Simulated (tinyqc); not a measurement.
Grain growth, pinning, strength and diffusional creep of a polycrystal or thin film: one step, computed by the program tinyqc.

One mean grain size d describes the structure.

Problem. Grain size after the anneal. dd/dt = 2 M gamma (1/d - 1/d_lim) integrates to 2 M gamma t = d_lim (d0 - d) + d_lim^2 ln[(d_lim - d0)/(d_lim - d)]; without pinning d^2 = d0^2 + 4 M gamma t.

Inputs (values chosen for the exercise, for a model solid):
```
quantity,value,unit
boundary energy gamma,0.5,J/m^2
anneal temperature T,1986,K
anneal time t,6300,s
initial grain size d0,36,nm
```

mobility M = 8.510643e-18 m^4/(J s)

limit d_lim = 544.3740 nm

Give: size without pinning; grain size d.

Solution.

size without pinning = 329.44 nm

grain size d = 266.67 nm

Pinning holds d to 81 % of the free value.
